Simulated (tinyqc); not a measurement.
Inside a calculation. Method: extended Hueckel theory, for BeH2. One step of it, computed by the program tinyqc.

Problem. Wolfsberg-Helmholz matrix. H_ij = K' S_ij (H_ii + H_jj)/2 for i != j (the diagonal keeps H_ii), with K' = 1.75.

overlap S:
```
           1Be 2s   1Be 2px    1Be 2py   1Be 2pz     2H 1s      3H 1s
1Be 2s   1.000000  0.000000   0.000000  0.000000  0.427458   0.427458
1Be 2px  0.000000  1.000000   0.000000  0.000000  0.000000   0.000000
1Be 2py  0.000000  0.000000   1.000000  0.000000  0.525053  -0.525053
1Be 2pz  0.000000  0.000000   0.000000  1.000000  0.000000   0.000000
2H 1s    0.427458  0.000000   0.525053  0.000000  1.000000   0.022763
3H 1s    0.427458  0.000000  -0.525053  0.000000  0.022763   1.000000
```

diagonal H_ii (eV): 1Be 2s -10.000000, 1Be 2px -6.000000, 1Be 2py -6.000000, 1Be 2pz -6.000000, 2H 1s -13.600000, 3H 1s -13.600000

K = 1.750000

Give: H.

Solution.

H (eV):
```
           1Be 2s  1Be 2px  1Be 2py  1Be 2pz     2H 1s     3H 1s
1Be 2s   -10.0000   0.0000   0.0000   0.0000   -8.8270   -8.8270
1Be 2px    0.0000  -6.0000   0.0000   0.0000    0.0000    0.0000
1Be 2py    0.0000   0.0000  -6.0000   0.0000   -9.0047    9.0047
1Be 2pz    0.0000   0.0000   0.0000  -6.0000    0.0000    0.0000
2H 1s     -8.8270   0.0000  -9.0047   0.0000  -13.6000   -0.5418
3H 1s     -8.8270   0.0000   9.0047   0.0000   -0.5418  -13.6000
```
